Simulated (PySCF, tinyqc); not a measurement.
CCD on RHF in the sto-3g basis, for H4, spin multiplicity 1, step by step. The lowest restricted solution is unstable here: a spin-polarised one lies 0.1070 hartree lower (PySCF). One step of it, computed by the program tinyqc.

Task: Iteration 3 (converged): orbitals. Diagonalise F' = X^T F X, C = X C', fill 2 alpha and 2 beta electrons from the bottom; D = 2 C_occ C_occ^T. Each column has its largest component positive (the first on a tie).

converged F (hartree), order 1H 1s, 2H 1s, 3H 1s, 4H 1s:
```
[[-0.222075, -0.420148, -0.248549, -0.196716],
 [-0.420148, -0.222075, -0.196716, -0.248549],
 [-0.248549, -0.196716, -0.222075, -0.420148],
 [-0.196716, -0.248549, -0.420148, -0.222075]]
```

X, order 1H 1s, 2H 1s, 3H 1s, 4H 1s:
```
[[1.109054, -0.209408, -0.182778, 0.006190],
 [-0.209408, 1.109054, 0.006190, -0.182778],
 [-0.182778, 0.006190, 1.109054, -0.209408],
 [0.006190, -0.182778, -0.209408, 1.109054]]
```

Give: F' = X^T F X; orbital energies; coefficients C; D after iteration 3.

Result:

F' = X^T F X (hartree):
```
[[-0.0106, -0.3878, -0.1804, 0.0102],
 [-0.3878, -0.0106, 0.0102, -0.1804],
 [-0.1804, 0.0102, -0.0106, -0.3878],
 [0.0102, -0.1804, -0.3878, -0.0106]]
```

orbital energies (hartree): [-0.5686, -0.2281, 0.1866, 0.5679]

coefficients C, order 1H 1s, 2H 1s, 3H 1s, 4H 1s:
```
[[0.3615, 0.5381, 0.5647, 0.7537],
 [0.3615, 0.5381, -0.5647, -0.7537],
 [0.3615, -0.5381, 0.5647, -0.7537],
 [0.3615, -0.5381, -0.5647, 0.7537]]
```

D after iteration 3, order 1H 1s, 2H 1s, 3H 1s, 4H 1s:
```
[[0.8405, 0.8405, -0.3177, -0.3177],
 [0.8405, 0.8405, -0.3177, -0.3177],
 [-0.3177, -0.3177, 0.8405, 0.8405],
 [-0.3177, -0.3177, 0.8405, 0.8405]]
```
